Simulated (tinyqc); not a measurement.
Spin coating of a resist or spin-on film: centrifugal thinning, evaporation and the final thickness (Emslie and Meyerhofer models). Changing the starting thickness h0. Computed by tinyqc, a small Python program. Command: `OMP_NUM_THREADS=1 python tinyqc.py 3113975 3113976 out.jsonl spincoat sweep`. One thread of a shared host (Intel(R) Xeon(R) Processor @ 2.30GHz), about 0.2 s of CPU time with the checks.

A Newtonian film stays uniform over the wafer; solvent and solids have the same density and the concentration is uniform through the thickness.

Inputs (values chosen for the exercise, of the order of those of a polymer resist in an ester solvent): solids volume fraction c0 = 0.23; kinematic viscosity of the solvent nu_s = 2 mm^2/s; viscosity constant k = 1300 mm^2/s; viscosity exponent gamma = 3.3; spin speed f = 6000 rpm; evaporation rate at 1000 rpm e0 = 0.15 micrometre/s; time t = 5.2 s; wafer radius R = 50 mm; shrinkage in the bake = 10 %.

Method:
- omega = 2 pi f/60; nu(c) = nu_s + k c^gamma; evaporation rate e = e0 sqrt(f/1000 rpm).
- Flow constant K = 2 omega^2/(3 nu(c0)); Reynolds number of the air omega R^2/nu_air with nu_air = 15 mm^2/s.
- dh/dt = -K h^3 gives h = h0/sqrt(1 + 2 K h0^2 t); for long times h = 1/sqrt(2 K t).
- Full model for solids s and liquid l per area, h = s + l, c = s/h: ds/dt = -c Q, dl/dt = -(1 - c) Q - e, Q = 2 omega^2 h^3/(3 nu(c)); integrated adaptively (relative tolerance 1e-9) until l = 0.
- Dry film = s at l = 0, before the bake; film after the bake = s x (1 - shrinkage).

One run for each value:
```
starting thickness h0 (micrometre)  dry film (nm)  h(t) without evaporation (micrometre)  time to dry (s)
20                                         741.35                                 2.0976           7.6950
39                                         742.25                                 2.1062           7.7408
75                                         742.37                                 2.1084           7.7524
140                                        742.38                                 2.1090           7.7554
280                                        742.39                                 2.1092           7.7563
540                                        742.39                                 2.1092           7.7565
1000                                       742.39                                 2.1093           7.7565
2000                                       742.39                                 2.1093           7.7565
```

What does the table show, and why?

Over the rows, dry film (nm) rises from 741.35 to 742.39; h(t) without evaporation (micrometre) rises from 2.098 to 2.109; time to dry (s) rises from 7.695 to 7.757. The exponent of dry film stays at 0: the excess is flung off.
